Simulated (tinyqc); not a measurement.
Worked calculation: ballistic transport through the one-dimensional subbands of a rectangular nanowire or nanosheet channel. Computed by tinyqc, a small Python program that keeps every step. Command: `OMP_NUM_THREADS=1 python tinyqc.py 3017246 3017247 out.jsonl wire walk`. One thread of a shared host (Intel(R) Xeon(R) Processor @ 2.30GHz), about 0.02 s of CPU time with the checks. Intermediate numbers are printed to about 5 digits and carried at full precision; extremes and crossings named in words are read from the listed rows.

Hard walls, parabolic subbands, transport along x. Energies are counted from the bulk conduction band edge at the top of the barrier, which the gate pulls down by U; the source Fermi level lies at the bulk edge when U = 0.

Inputs (values chosen for the exercise, modelled on InAs): mass m = 0.03 m_0; height a = 10 nm; width b = 20 nm; equivalent oxide thickness t = 0.77 nm; gate voltage above flat band V_G = 0.8 V; drain voltage V_D = 0.01 V; temperature T = 300 K; mean free path for back-scattering lambda = 6 nm; channel length L = 160 nm.

Valleys: single isotropic valley.

Constants: hbar^2/(2 m_0) = 3.80998212 eV angstrom^2; k_B = 8.617333262e-05 eV/K; m_0 = 9.1093837015e-31 kg; k_B = 1.380649e-23 J/K; hbar = 1.054571817e-34 J s; eps_0 = 8.8541878128e-12 F/m; e = 1.602176634e-19 C; h = 6.62607015e-34 J s.

## Subbands

E_pq = (hbar^2 pi^2/2)(p^2/(m_y b^2) + q^2/(m_z a^2)); m_x = m_y = m_z = m, degeneracy g = 1; the 10 lowest subbands are kept.

Subbands:
```
valley axis  p  q  E (meV)  m_x (m_0)
-            1  1    156.7       0.03
-            2  1    250.7       0.03
-            3  1    407.4       0.03
-            1  2    532.7       0.03
-            2  2    626.7       0.03
-            4  1    626.7       0.03
-            3  2    783.4       0.03
-            5  1    908.7       0.03
-            4  2   1002.7       0.03
-            1  3   1159.4       0.03
```

The second subband lies 94.0 meV, or 3.64 k_B T, above the first. Caution: confinement energies this large call for non-parabolicity and barrier penetration, which lower the subbands and raise the mass.

## Self-consistent barrier

F_j(eta) = (1/Gamma(j + 1)) int_0^infinity x^j/(1 + exp(x - eta)) dx, F_0 = ln(1 + exp(eta)). Integrals over x = E/(k_B T) use 160 Gauss-Legendre points in u = sqrt(x) from 0 to sqrt(max(eta, 0) + 32). With degeneracy g = 1, eta_i = (U - E_i)/(k_B T) and u = e V_D/(k_B T): line density n = sum_i g sqrt(2 m_x k_B T/pi)/(2 hbar) [F_-1/2(eta_i) + F_-1/2(eta_i - u)]; gate: e n = C_ox (V_G - U/e), C_ox = 3.9 eps_0 2 (a + b)/t (flat-plate estimate); I = (2 e k_B T/h) sum_i g [F_0(eta_i) - F_0(eta_i - u)].

C_ox = 2690.8 aF/micrometre

U = 703.90 meV

Occupation:
```
subband    eta_i  n_i (1/nm)  I_i (microampere)
1         21.168  4.1558e-01         7.7481e-01
2         17.531  3.7767e-01         7.7481e-01
3         11.471  3.0398e-01         7.7480e-01
4          6.622  2.2763e-01         7.7355e-01
5          2.986  1.4299e-01         7.2983e-01
6          2.986  1.4299e-01         7.2983e-01
7         -3.075  3.0359e-03         2.8572e-02
8         -7.923  2.4470e-05         2.3262e-04
9        -11.560  6.4486e-07         6.1308e-06
10       -17.620  1.5044e-09         1.4303e-08
```

line density n = 1.6139 1/nm

ballistic current I = 4.5865 microampere

mean velocity I/(e n) = 0.17737 1e7 cm/s

6 of the subbands lie below the source Fermi level; the lowest carries 17 % of the current with 26 % of the charge. The gate spends 88 % of V_G on moving the bands.

## Conductance, capacitance and scattering

Linear conductance G = (2 e^2/h) sum_i g f(eta_i), g = 1, f = 1/(1 + exp(-eta_i)), with the barrier frozen at the eta_i above; current per perimeter I/(2(a + b)); with scattering, transmission lambda/(lambda + L) and low-bias resistance (1 + L/lambda)/G.

open modes sum g f = 5.9470

ballistic conductance = 460.78 microsiemens

current per perimeter = 76.441 microampere/micrometre

transmission = 0.036145

low-bias resistance with scattering = 60.043 kiloohm

Even without scattering the wire has h/(2 e^2 M) = 2.17 kiloohm, which sits in the contacts.

## Gate sweep

Open modes are sum_i g/(1 + exp(-eta_i)). The last column is e dn/dV_G over C_ox, taken up to the next row.

Against the gate voltage:
```
V_G (V)  U (meV)    n (1/nm)  I (microampere)  open modes    C_g/C_ox
-0.140   -140.00  7.1974e-07       6.8427e-06  1.0649e-05  1.8378e-05
-0.043    -43.00  3.0659e-05       2.9146e-04  4.5356e-04  1.5108e-03
0.077      76.82  3.0754e-03       2.8955e-02  4.4756e-02  4.9709e-02
0.210     203.21  1.1411e-01       7.3545e-01  9.9594e-01  1.0971e-01
0.310     292.24  2.9835e-01       1.4001e+00  1.8394e+00  1.1086e-01
0.440     407.82  5.4038e-01       1.9063e+00  2.5104e+00  1.3793e-01
0.580     528.51  8.6468e-01       2.6635e+00  3.4942e+00  1.9503e-01
0.740     657.31  1.3887e+00       4.2254e+00  5.5307e+00  2.1083e-01
0.910     791.47  1.9907e+00       5.0629e+00  6.5849e+00  2.1264e-01
1.100     941.07  2.6692e+00       6.0511e+00  7.8596e+00           -
```

Between the first two rows the current rises one decade per 60 mV, against the limit ln(10) k_B T/e = 60 mV. Above threshold C_g/C_ox lies between 0.11 and 0.21: the quantum capacitance in series costs much, since the density of states of these subbands is small.

Checks made by the program: density of the lowest subband against a direct sum over k (relative difference 1e-09).
